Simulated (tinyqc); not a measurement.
Donor binding, ionisation and the Mott limit: two steps of the calculation.

Hydrogenic donor: Ry = (m0 q^3/(8 eps0^2 h^2)) me/eps_r^2 in eV, E0 = cc Ry, radius a = q/(8 pi eps0 eps_r E0), Mott density Nm = (0.26/a)^3. Below Nm the level sinks as Ed = E0 [1 - (N/Nm)^(1/3)]. Neutrality: Nc F12(eta) = N/(1 + 2 exp(eta + Ed/kB T)), F12(x) = (2/sqrt(pi)) int_0^infinity sqrt(u)/(1 + exp(u - x)) du.

Values chosen for this exercise; band and dielectric values close to those of gallium nitride:
- T = 300 K (temperature)
- eps_r = 9.54 (relative permittivity)
- me = 0.202 m0 (mass in the hydrogenic formula, set independently of Nc)
- Nc = 2.35e18 cm^-3 (conduction-band density of states at 300 K)
- cc = 1.4 (ratio of the true binding energy to the hydrogenic one)
- N = 5.3e16 cm^-3 (donor density)

Constants: q = 1.602176634e-19 C, kB = 1.380649e-23 J/K, eps0 = 8.8541878128e-12 F/m, h = 6.62607015e-34 J s, m0 = 9.1093837015e-31 kg, Vt = kB T/q. Results are converted to the units shown.

Problem 1. Binding energy, radius and Mott density. The mean spacing of the donors is N^(-1/3).

Give: Ry; E0; a; Nm; spacing over a; Ed.

Solution 1.

Ry = 30.198 meV
E0 = 42.277 meV
a = 1.7851 nm
Nm = 3.0897e18 cm^-3
spacing over a = 14.913
Ed = 31.374 meV

Problem 2. Ionisation. Solve the neutrality equation for eta. Boltzmann form: with k = (Nc/2) exp(-Ed/kB T) the ionised share is [-k + sqrt(k^2 + 4 k N)]/(2 N).

Ed = 31.373600 meV

Wanted: eta; ionised share; n; ionised share, Boltzmann form.

Solution 2.

eta = -3.9112
ionised share = 88.127 %
n = 4.6707e16 cm^-3
ionised share, Boltzmann form = 88.193 %

With the level held at E0 the share would be 83.7 %.

Range of the model: A sharp level with degeneracy 2 overstates freeze-out near Nm, where the impurity band broadens and merges with the conduction band.

Program tinyqc, `OMP_NUM_THREADS=1 python tinyqc.py 2330041 2330042 out.jsonl`; Intel Xeon 2.30GHz, shared host, one thread, about 0.01 s.
